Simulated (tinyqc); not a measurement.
From results back to parameters: Tamm state at the end of a one-band chain. Three cases, with inputs chosen for the exercise.

Problem. The end state of a chain with hopping -t and end-site shift D has E = D + t^2/D and weight 1 - (t/D)^2 on the end site. The values below come from hidden t and D.

Find: D, t.

Method. With (t/D)^2 = 1 - w, E = D (2 - w), which gives D, and t = |D| sqrt(1 - w).

Case 1.

E = -4.815470 eV
weight = 0.808052

Solution.

D, t (eV): -4.040  1.770

Case 2.

E = -4.779392 eV
weight = 0.790027

Solution.

D, t (eV): -3.950  1.810

Case 3.

E = 6.662500 eV
weight = 0.843316

Solution.

D, t (eV): 5.760  2.280

Computed by tinyqc, one run a case: `OMP_NUM_THREADS=1 python tinyqc.py N N+1 out.jsonl` with N = 1482024, 1482099, 1482207; one thread of a shared Intel(R) Xeon(R) Processor @ 2.30GHz, about 0.01 s a run at most.
